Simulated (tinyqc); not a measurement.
What the shift does to the intrinsic density: temperature and isotope dependence of a band gap in oscillator models.

E(T) = E0 - sum_i sl_i th_i n_i(T), n = 1/(exp(th/T) - 1). The same coupling lowers the gap at 0 K by the zero-point term ZP = sum_i sl_i th_i/2, so the gap of the static lattice is E0 + ZP. Thermal expansion is taken as part of the slopes.

Constants: kB = 8.617333262e-05 eV/K; hbar^2/2m0 = 3.80998211 eV angstrom^2.

Values chosen for the exercise (near those of GaAs; the results hold for these values, not for the real material):
- E0 = 1.527 eV (gap at 0 K)
- th = (102, 296) K (temperatures of two oscillators)
- sl = (0.1721, 0.293) meV/K (their high-temperature slopes)
- mm = 0.18 m0 (geometric mean of the density-of-states masses)

ni = 2 (mm kT/(4 pi c))^(3/2) exp(-E/2kT), c = hbar^2/2m0, with E(T) and with E0; 1 angstrom^-3 = 1e24 cm^-3. Apparent gap from an Arrhenius plot of ni/T^(3/2): E(T) - T dE/dT, dE/dT = -sum sl_i (th_i/T)^2 n_i (1 + n_i).

Results:

| T (K) | E(T) (eV) | ni (cm^-3) | ni with E(T) / ni with E0 | apparent gap (eV) |
|---|---|---|---|---|
| 200 | 1.4751 | 0.271 | 4.513 | 1.5577 |
| 250 | 1.4539 | 3.23e+03 | 5.454 | 1.5616 |
| 300 | 1.4321 | 1.79e+06 | 6.268 | 1.5643 |
| 350 | 1.4099 | 1.71e+08 | 6.969 | 1.5664 |
| 400 | 1.3874 | 5.36e+09 | 7.573 | 1.5679 |
| 500 | 1.3420 | 7.11e+11 | 8.554 | 1.5701 |
| 700 | 1.2503 | 2.16e+14 | 9.909 | 1.5726 |

Using E0 in place of E(T) understates ni by a factor that rises from 4.51 to 9.91, towards exp(sum sl/2kB) = 14.9. The slope of an Arrhenius plot returns neither E(T) nor E0 but the intercept of the tangent, 1.5643 eV at 300 K, which lies 37 meV above E0 and tends to the static gap 1.5791 eV.

Computed by tinyqc, a small Python program: `OMP_NUM_THREADS=1 python tinyqc.py 1850523 1850524 out.jsonl` (the numbers bound the seed that draws the inputs); one thread of a shared host (Intel(R) Xeon(R) Processor @ 2.30GHz), about 0.01 s for the whole set of steps.
